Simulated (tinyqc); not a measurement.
Two-band tight binding of a puckered layer: sweeps and comparisons. A value that a table varies takes the place of the one given here.

With X = kx ax/2 and Y = ky ay/2: h = t2 + 2 cos(Y) (t1 exp(iX) + t3 exp(-iX)) + t5 exp(2iX), d = 4 t4 cos(X) cos(Y), H = [[d, h], [h*, d]], E = d -/+ |h|.

Constants: hbar^2/2m0 = 3.80998211 eV angstrom^2.

Values chosen for the exercise (near a published set for monolayer black phosphorus; the results hold for these values, not for the real material):
```
symbol  value   unit      meaning
ax      4.59    angstrom  period along x (armchair)
ay      3.34    angstrom  period along y (zigzag)
t1      -1.202  eV        along the zigzag
t2      3.636   eV        across the pucker
t3      -0.216  eV        second in the sheet
t4      -0.105  eV        same sublattice
t5      -0.059  eV        far across
```

## Mass and optical strength against direction

masses (m0):
```
                x        y
electron  0.15412  0.83914
hole      0.16927  1.13090
```

chi = -4.79655 eV angstrom

Angle from x. 1/m(theta) = cos^2/mx + sin^2/my. Near Gamma only x-polarised light couples the bands, with strength chi^2 cos^2(theta), chi = ax (t1 - t3 + t5) = d Im(h)/dkx; the positions of the atoms inside the cell, which would change this dipole but not the masses, are left out. The last column is the transition energy at |k| = 0.1 1/angstrom from the full bands, less the gap.

Against angle:
```
theta (deg)  m_e (m0)  m_h (m0)  strength (eV^2 angstrom^2)  rise of the transition (eV)
0               0.154     0.169                       23.01                       0.4156
15              0.163     0.179                       21.47                       0.3947
30              0.194     0.215                       17.26                       0.3365
45              0.260     0.294                       11.50                       0.2543
60              0.397     0.467                        5.75                       0.1687
75              0.647     0.819                        1.54                       0.1034
85              0.812     1.084                        0.17                       0.0817
90              0.839     1.131                        0.00                       0.0789
```

The light-mass direction rules: at 45 degrees the electron mass is still 0.260, 1.69 times the value along x, against 5.4 times at 90 degrees. At |k| = 0.1 the transition has risen 5.3 times as much along x as along y.

## Closing the gap

t2 is lowered; h0 = t2 + 2 t1 + 2 t3 + t5, c = hbar^2/2m0. For h0 > 0 the gap is 2 h0 at Gamma. For h0 < 0 the bands touch at kx = 0, cos(Y) = -(t2 + t5)/(2 (t1 + t3)).

Against t2:
```
t2 (eV)  h0 (eV)  gap (eV)  electron mass along x (m0)  ky of the nodes (1/angstrom)
3.8        0.905     1.810                      0.1739                             -
3.6        0.705     1.410                      0.1493                             -
3.4        0.505     1.010                      0.1192                             -
3.2        0.305     0.610                      0.0812                             -
3.0        0.105     0.210                      0.0321                             -
2.8       -0.095     0.000                           -                        0.1554
2.6       -0.295     0.000                           -                        0.2755
2.4       -0.495     0.000                           -                        0.3592
```

The gap closes at t2 = 2.895 eV. On the way the mass along x falls with the gap and tends to 2 c h0/chi^2 as it closes, while that along y stays. Beyond it two Dirac nodes move apart along the zigzag direction, to ky = +/-0.359 1/angstrom in the last row. The mass formula is c/(ex + gx + chi^2/(2 h0)) with chi = ax (t1 - t3 + t5), gx = -ax^2 ((t1 + t3)/4 + t5/2), ex = -t4 ax^2/2.

## What each parameter does

Gap at Gamma and masses m/m0 = c q^2/|E(q) - E(0)| with q = 0.001 1/angstrom, c = hbar^2/2m0. Each row changes one parameter from the base and keeps the others.

Results:
```
case                 gap (eV)   m_e x   m_h x  m_e y  m_h y
base                   1.4820  0.1541  0.1693  0.839  1.131
t1 = -1.172 eV         1.6020  0.1687  0.1870  0.855  1.160
t2 = 3.666 eV          1.5420  0.1580  0.1739  0.839  1.131
t3 = -0.186 eV         1.6020  0.1572  0.1730  0.855  1.160
t4 = -0.075 eV         1.4820  0.1561  0.1669  0.871  1.077
t5 = -0.029 eV         1.5420  0.1660  0.1837  0.839  1.131
ax = 4.728 angstrom    1.4820  0.1453  0.1595  0.839  1.131
```

The largest shifts from the base row, up to three for each result and ties (the steps differ in size, so this ranks the rows, not the parameters). gap (eV): t1 +0.1200, t3 +0.1200, t5 +0.0600, t2 +0.0600; unchanged at the printed digits by t4 and ax. m_e x: t1 +0.0146, t5 +0.0118, ax -0.0089. m_h x: t1 +0.0177, t5 +0.0144, ax -0.0097. m_e y: t4 +0.032, t1 +0.016, t3 +0.016; unchanged at the printed digits by t2, t5 and ax. m_h y: t4 -0.054, t1 +0.029, t3 +0.029; unchanged at the printed digits by t2, t5 and ax.

Computed by tinyqc, a small Python program: `OMP_NUM_THREADS=1 python tinyqc.py 1452876 1452877 out.jsonl` (the numbers bound the seed that draws the inputs); one thread of a shared host (Intel(R) Xeon(R) Processor @ 2.30GHz), about 0.01 s for the whole set of steps.
